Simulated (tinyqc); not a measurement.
Worked calculation: Hueckel theory of the pi electrons, for the molecule NC1=CC2=CC=CC2=C1 (SMILES; centres numbered as the heavy atoms are written). One step of it, computed by the program tinyqc.

Problem. Orbitals. Diagonalise; E = alpha + x beta with beta < 0, so the largest x are filled first; degenerate levels share their electrons. P = sum n_i c_ri c_si; each orbital has its largest coefficient positive (the first on a tie).

Hueckel matrix in units of beta (H = alpha + beta A), order 1N, 2C, 3C, 4C, 5C, 6C, 7C, 8C, 9C:
```
[[1.500000, 0.800000, 0.000000, 0.000000, 0.000000, 0.000000, 0.000000, 0.000000, 0.000000],
 [0.800000, 0.000000, 1.000000, 0.000000, 0.000000, 0.000000, 0.000000, 0.000000, 1.000000],
 [0.000000, 1.000000, 0.000000, 1.000000, 0.000000, 0.000000, 0.000000, 0.000000, 0.000000],
 [0.000000, 0.000000, 1.000000, 0.000000, 1.000000, 0.000000, 0.000000, 1.000000, 0.000000],
 [0.000000, 0.000000, 0.000000, 1.000000, 0.000000, 1.000000, 0.000000, 0.000000, 0.000000],
 [0.000000, 0.000000, 0.000000, 0.000000, 1.000000, 0.000000, 1.000000, 0.000000, 0.000000],
 [0.000000, 0.000000, 0.000000, 0.000000, 0.000000, 1.000000, 0.000000, 1.000000, 0.000000],
 [0.000000, 0.000000, 0.000000, 1.000000, 0.000000, 0.000000, 1.000000, 0.000000, 1.000000],
 [0.000000, 1.000000, 0.000000, 0.000000, 0.000000, 0.000000, 0.000000, 1.000000, 0.000000]]
```

pi electrons, sum of z_r less the charge = 10

Give: x values; occupations; coefficients; charge and bond-order matrix P.

Solution.

x values: [2.4204, 1.9085, 1.1631, 1.0000, 0.3240, 0.0000, -1.4656, -1.8503, -2.0000]

occupations: [2.0000, 2.0000, 2.0000, 2.0000, 2.0000, 0.0000, 0.0000, 0.0000, 0.0000]

coefficients, order 1N, 2C, 3C, 4C, 5C, 6C, 7C, 8C, 9C:
```
[[0.3319, 0.7057, 0.5026, 0.0000, -0.3326, 0.0000, 0.1266, -0.1121, 0.0000],
 [0.3819, 0.3603, -0.2117, 0.0000, 0.4890, 0.0000, -0.4692, 0.4694, 0.0000],
 [0.3294, 0.0616, -0.3241, 0.4082, 0.2123, 0.5000, 0.2932, -0.3894, -0.2887],
 [0.4153, -0.2428, -0.1654, 0.4082, -0.4202, 0.0000, 0.0395, 0.2512, 0.5774],
 [0.2605, -0.2822, 0.2972, 0.4082, 0.0718, -0.5000, -0.3905, -0.3264, -0.2887],
 [0.2153, -0.2957, 0.5110, 0.0000, 0.4435, 0.0000, 0.5328, 0.3529, 0.0000],
 [0.2605, -0.2822, 0.2972, -0.4082, 0.0718, 0.5000, -0.3905, -0.3264, 0.2887],
 [0.4153, -0.2428, -0.1654, -0.4082, -0.4202, 0.0000, 0.0395, 0.2512, -0.5774],
 [0.3294, 0.0616, -0.3241, -0.4082, 0.2123, -0.5000, 0.2932, -0.3894, 0.2887]]
```

charge and bond-order matrix P, order 1N, 2C, 3C, 4C, 5C, 6C, 7C, 8C, 9C:
```
[[1.9428, 0.2240, -0.1615, 0.0463, 0.0257, -0.0558, 0.0257, 0.0463, -0.1615],
 [0.2240, 1.1191, 0.6407, -0.1988, -0.0599, 0.1687, -0.0599, -0.1988, 0.6407],
 [-0.1615, 0.6407, 0.8581, 0.5058, 0.3080, -0.0376, -0.3586, -0.1609, 0.1914],
 [0.0463, -0.1988, 0.5058, 1.2041, 0.5281, -0.2193, -0.1385, 0.5374, -0.1609],
 [0.0257, -0.0599, 0.3080, 0.5281, 0.8153, 0.6465, 0.1486, -0.1385, -0.3586],
 [-0.0558, 0.1687, -0.0376, -0.2193, 0.6465, 1.1832, 0.6465, -0.2193, -0.0376],
 [0.0257, -0.0599, -0.3586, -0.1385, 0.1486, 0.6465, 0.8153, 0.5281, 0.3080],
 [0.0463, -0.1988, -0.1609, 0.5374, -0.1385, -0.2193, 0.5281, 1.2041, 0.5058],
 [-0.1615, 0.6407, 0.1914, -0.1609, -0.3586, -0.0376, 0.3080, 0.5058, 0.8581]]
```
